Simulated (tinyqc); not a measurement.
Gain against bias and Miller's formula: avalanche multiplication and breakdown of a junction from ionisation integrals. Computed by tinyqc, a small Python program. Command: `OMP_NUM_THREADS=1 python tinyqc.py 3001904 3001905 out.jsonl impact walk`. One thread of a shared host (Intel(R) Xeon(R) Processor @ 2.30GHz), about 0.02 s of CPU time with the checks.

Ionisation coefficients follow the local field. Position x runs through the depletion layer from the p side (x = 0), where electrons enter, to the n side (x = w), where holes enter. The built-in voltage is neglected.

Inputs (values chosen for the exercise, modelled on GaAs):
```
quantity                              value    unit
electron prefactor a_n               196000    1/cm
electron field b_n                   571000    V/cm
hole prefactor a_p                   202000    1/cm
hole field b_p                       662000    V/cm
exponent c                              1.8       -
permittivity eps                       12.9       -
doping N of the lightly doped side  1.6e+14  1/cm^3
```

Junction: one-sided abrupt p+n.

Constants: e = 1.602176634e-19 C; eps_0 = 8.8541878128e-12 F/m.

Method:
- alpha_n = a_n exp(-(b_n/F)^c), alpha_p = a_p exp(-(b_p/F)^c).
- Field F = F_m (1 - s), w = eps eps_0 F_m/(e N), V = F_m w/2, with s = x/w (the peak lies at the p+ side).
- With Phi(x) = int_0^x (alpha_n - alpha_p) dx': 1 - 1/M_n = I_n = int_0^w alpha_n exp(-Phi) dx and M_p = M_n exp(-Phi(w)); trapezoid rule on 401 even points; breakdown at I_n = 1.
- Solve I_n(F_m) = 1.
- Miller's exponent n is defined by 1 - 1/M = (V/V_B)^n for the larger M.

breakdown voltage = 1321.24 V

critical field F_m = 0.243530 MV/cm

Gain:
```
V/V_B   V (V)  F_m (MV/cm)     M_n     M_p  Miller exponent n
0.50    660.6      0.17220   1.015  1.0009             6.1169
0.60    792.7      0.18864   1.070  1.0062             5.3288
0.70    924.9      0.20375   1.241  1.0286             4.5913
0.80   1057.0      0.21782   1.727  1.1091             3.8782
0.90   1189.1      0.23103   3.495  1.4564             3.1995
0.95   1255.2      0.23736   7.275  2.2545             2.8828
0.98   1294.8      0.24108  18.817  4.7461             2.7029
0.99   1308.0      0.24231  38.122  8.9332             2.6449
```

The larger gain passes 2 between 0.800 and 0.900 of V_B and reaches 38.1 at 0.99. Miller's exponent runs from 2.6 to 6.1, so it is not a constant: a fit holds over a narrow range only. From the first row to the last the voltage grows by a factor 1.98 and the peak field by 1.41.

Extremes, crossings and ranges named in words are read from the listed rows.
